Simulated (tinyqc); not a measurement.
Resistive crossbar, vector-matrix product with wire resistance: one step of the calculation.

2 rows and 2 columns. Cell (i, j) joins row node wij to column node bij. Each row is driven at its left end through one wire segment rw; neighbouring nodes along a row or a column are joined by rw; each column ends below the last row in one more rw and a virtual ground, where its current is read. Ideal output: I_j = sum_i V_i G_ij.

Problem. Node voltages and column currents. Solve A x = b; I_j = b2j/rw.

Inputs (values chosen for the exercise):
```
symbol  value  unit                                     meaning
rw         10   ohm  wire resistance between neighbouring cells
```

A (uS):
```
             w11          w12          w21          w22          b11          b12          b21          b22
w11  2.0003500e5         -1e5            0            0          -35            0            0            0
w12         -1e5  1.0002200e5            0            0            0          -22            0            0
w21            0            0  2.0000870e5         -1e5            0            0         -8.7            0
w22            0            0         -1e5  1.0007200e5            0            0            0          -72
b11          -35            0            0            0  1.0003500e5            0         -1e5            0
b12            0          -22            0            0            0  1.0002200e5            0         -1e5
b21            0            0         -8.7            0         -1e5            0  2.0000870e5            0
b22            0            0            0          -72            0         -1e5            0  2.0007200e5
```

b (uA): w11 13000, w12 0, w21 25000, w22 0, b11 0, b12 0, b21 0, b22 0

Give: row nodes; column nodes; column currents.

Solution.

row nodes (mV): w11 129.9, w12 129.9, w21 249.8, w22 249.6
column nodes (mV): b11 0.1126, b12 0.2366, b21 0.06716, b22 0.2081
column currents (uA): column 1 6.716, column 2 20.81

Computed by the program tinyqc: `OMP_NUM_THREADS=1 python tinyqc.py 2880046 2880047 out.jsonl`, one thread of a shared Intel Xeon 2.30GHz, about 0.02 s for the whole run.
